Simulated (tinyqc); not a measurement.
All-pass ring resonator: two steps of the calculation.

A ring of length L = 2 pi Rr coupled to one bus waveguide: round-trip amplitude a = 10^(-al L/20), self-coupling t = sqrt(1 - k2). At detuning d from the resonance the round-trip phase is p = 2 pi d/FSR and the transmission T = (a^2 - 2 a t cos p + t^2)/(1 - 2 a t cos p + a^2 t^2). Lossless coupler, linear absorption only.

Inputs (values chosen for the exercise); values close to those of silicon nitride waveguides: cold resonance wavelength lam = 1550 nm; ring radius Rr = 50 um; group index ng = 2.11; propagation loss al = 3 dB/cm; power coupling k2 = 0.015; thermo-optic change of the effective index dT = 2.7e-5 1/K; thermal resistance Rt = 2.8 K/mW; share of the loss that heats the ring fa = 0.65; input power Pin = 0.43 mW; laser detuning from the cold resonance dl = 13 pm.

Constants: c = 299792458 m/s. Results are converted to the units shown.

Task 1. Resonance parameters. FSR = lam^2/(ng L), finesse F = pi sqrt(a t)/(1 - a t), FWHM = FSR/F, Q = lam/FWHM, Tmin = (a - t)^2/(1 - a t)^2, power build-up k2 a^2/(1 - a t)^2, optical bandwidth c/(lam Q).

Find: a; t; FSR; F; FWHM; Q; Tmin; build-up; bandwidth.

Result 1.

a = 0.9892
t = 0.9925
FSR = 3.624 nm
F = 170.7
FWHM = 21.24 pm
Q = 7.299e4
Tmin = -14.95 dB
build-up = 44.12
bandwidth = 2.650 GHz

The ring is undercoupled; critical coupling needs k2 = 1 - a^2 = 0.0215.

Task 2. Thermal shift of the resonance. T is the transmission at d = dl - s, p = 2 pi d/FSR; out = (lam dT/ng) Rt fa (1 - T) Pin; s(new) = out.

s at the start = 0 pm
a = 0.98920798
t = 0.99247166
FSR = 3.6243578 nm

Give: d; T; out; s after iteration 1.

Result 2.

d = 13.00 pm
T = 0.6126
out = 6.013 pm
s after iteration 1 = 6.013 pm

Program tinyqc, `OMP_NUM_THREADS=1 python tinyqc.py 2650016 2650017 out.jsonl`; Intel Xeon 2.30GHz, shared host, one thread, about 0.01 s.
